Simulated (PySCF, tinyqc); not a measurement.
Ways to converge the cycle: SCF convergence aids in the sto-6g basis, for H4, spin multiplicity 1. Computed by the program tinyqc with PySCF. 

Geometry (angstrom):
```
atom       x       y       z
H     0.0000  0.0000  0.0000
H     0.0000  0.0000  1.5760
H     0.0000  0.0000  3.5420
H     0.0000  0.0000  5.1180
```

lowest restricted solution found by these runs and by PySCF = -1.795791 hartree

RHF with one setting changed at a time; a run stops when the energy changes by less than 1e-09 hartree and the error matrix is below 1e-5. The start is the core Hamiltonian. Damping d keeps d of the old density; a shift (hartree) raises the virtual levels; DIIS n extrapolates F over n matrices.

Largest element of the error matrix X^T (FDS - SDF) X:
```
iteration    plain  damping 0.3  damping 0.6  shift 0.4   DIIS 3   DIIS 8
1          4.0e-01      4.0e-01      4.0e-01    4.0e-01  4.0e-01  4.0e-01
2          1.9e-01      5.0e-03      1.8e-01    1.0e-01  1.9e-01  1.9e-01
3          7.9e-02      1.4e-03      8.0e-02    2.1e-02  6.7e-03  6.7e-03
4          3.1e-02      3.6e-04      3.6e-02    4.2e-03  3.3e-04  3.3e-04
5          1.2e-02      6.8e-05      1.6e-02    2.3e-03  2.0e-05  2.0e-04
6          4.8e-03      1.2e-06      7.0e-03    1.5e-03  3.3e-08  1.5e-04
8          7.4e-04      9.7e-06      1.4e-03    5.7e-04        -  1.0e-04
10         1.1e-04      3.7e-06      2.7e-04    2.2e-04        -  9.8e-06
14               -      3.5e-07      6.2e-05    3.3e-05        -        -
20               -            -      1.2e-05          -        -        -
30               -            -      6.4e-07          -        -        -
```

How each run ends:
```
run          iterations  E (hartree)         state
plain                13     -1.79579  lowest found
damping 0.3          18     -1.79579  lowest found
damping 0.6          39     -1.79579  lowest found
shift 0.4            17     -1.79579  lowest found
DIIS 3                7     -1.79579  lowest found
DIIS 8               11     -1.79579  lowest found
```

6 of 6 runs reach the lowest restricted solution found, in 7 to 39 iterations (fastest: DIIS 3). Plain steps already contract here, so damping only slows them. DIIS 3 and DIIS 8 gain by cancelling the error over several earlier matrices, much as a quasi-Newton step does. The restricted reference is unstable here: a spin-polarised solution lies 0.1290 hartree lower (PySCF), so results built on it describe a poor reference.
